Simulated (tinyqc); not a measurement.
# Inputs raised by 5 %, one at a time

Model: field-effect mobility of a thin-film transistor with band-tail and deep states (multiple trapping). Computed by tinyqc, a small Python program. Command: `OMP_NUM_THREADS=1 python tinyqc.py 3010133 3010134 out.jsonl tft sens`. One thread of a shared host (Intel(R) Xeon(R) Processor @ 2.30GHz), about 0.2 s of CPU time with the checks.

A thick film in accumulation at small drain voltage. Only free electrons move; trapped ones still screen the gate. N_c and mu_0 are held fixed when T changes, leaving out the T^(3/2) growth of N_c. x = E_0 - psi is the distance of the Fermi level below the band edge.

Inputs (values chosen for the exercise, modelled on polycrystalline silicon):
```
quantity,value,unit
permittivity eps,11.7,-
effective density of states N_c,3e+19,1/cm^3
band mobility mu_0,120,cm^2/(V s)
tail density at the edge g_t,6.8e+20,1/(eV cm^3)
tail width E_t,32,meV
"flat-band Fermi level below the edge, E_0",0.53,eV
equivalent oxide thickness t,8.6,nm
surface band bending psi_s as a fraction of E_0,1,-
temperature T,350,K
```

Deep states: none.

Constants: k_B = 8.617333262e-05 eV/K; e = 1.602176634e-19 C; eps_0 = 8.8541878128e-12 F/m.

Method:
- F_j(eta) = int_0^infinity x^j/(1 + exp(x - eta)) dx, without a gamma-function factor.
- Integrals over x = E/(k_B T) use 160 Gauss-Legendre points in u = sqrt(x) from 0 to sqrt(max(eta, 0) + 32).
- Free n(x) = N_c (2/sqrt(pi)) F_1/2(-x/k_B T), with F_1/2 from its two-term series in exp(-x/k_B T) for x >= 12 k_B T; tail n_t(x) = int_0^1.2eV g_t exp(-E/E_t)/(1 + exp((x - E)/k_B T)) dE, E counted down from the edge, 120 Gauss-Legendre points; space charge rho(psi) = n + n_t less its value at psi = 0.
- Poisson: F(psi) = sqrt((2 e/(eps eps_0)) int_0^psi rho dpsi'); V_G - V_FB = psi_s + eps F(psi_s) t/3.9; free sheet density N_f = int (n - n(E_0))/F dpsi; induced sheet density N_i = eps eps_0 F(psi_s)/e; trapezoid rule on 301 even points in psi, the first interval left out of N_f.
- mu_eff = mu_0 N_f/N_i; field-effect mobility mu_FE = mu_0 e (dN_f/dV_G)/C_ox and swing S = dV_G/dlog10(N_f), by a central difference of +/- 2 mV in psi_s; C_ox = 3.9 eps_0/t.

Runs:
```
input moved,from,to,V_G - V_FB (V),swing S (mV/decade),free sheet density N_f (1/cm^2),field-effect mobility mu_FE (cm^2/(V s))
base run,-,-,2.416,2815,1.756e+12,68.80
effective density of states N_c (1/cm^3),3e+19,3.15e+19,2.437,2874,1.829e+12,70.19
band mobility mu_0 (cm^2/(V s)),120,126,2.416,2815,1.756e+12,72.24
tail density at the edge g_t (1/(eV cm^3)),6.8e+20,7.14e+20,2.442,2823,1.728e+12,67.47
tail width E_t (meV),32,33.6,2.458,2775,1.691e+12,67.21
equivalent oxide thickness t (nm),8.6,9.03,2.510,2949,1.756e+12,68.95
temperature T (K),350,367.5,2.447,2936,1.837e+12,68.99
permittivity eps,11.7,12.285,2.463,2881,1.800e+12,68.88
```

Exponents ln(y'/y) / ln(x'/x):
```
input,V_G - V_FB,swing S,free sheet density N_f,field-effect mobility mu_FE
effective density of states N_c,0.180,0.423,0.833,0.410
band mobility mu_0,0.000,0.000,0.000,1.000
tail density at the edge g_t,0.216,0.061,-0.338,-0.399
tail width E_t,0.353,-0.293,-0.773,-0.480
equivalent oxide thickness t,0.785,0.955,0.000,0.045
temperature T,0.263,0.861,0.917,0.055
permittivity eps,0.391,0.477,0.500,0.023
```

Which inputs matter most for each result?

Among the inputs moved here: V_G - V_FB answers most in size to equivalent oxide thickness t (exponent +0.785), next to permittivity eps (+0.391); its exponent is below 0.0005 for band mobility mu_0. Swing S answers most in size to equivalent oxide thickness t (exponent +0.955), next to temperature T (+0.861); its exponent is below 0.0005 for band mobility mu_0. Free sheet density N_f answers most in size to temperature T (exponent +0.917), next to effective density of states N_c (+0.833); its exponent is below 0.0005 for band mobility mu_0, equivalent oxide thickness t. Field-effect mobility mu_FE answers most in size to band mobility mu_0 (exponent +1.000), next to tail width E_t (-0.480).
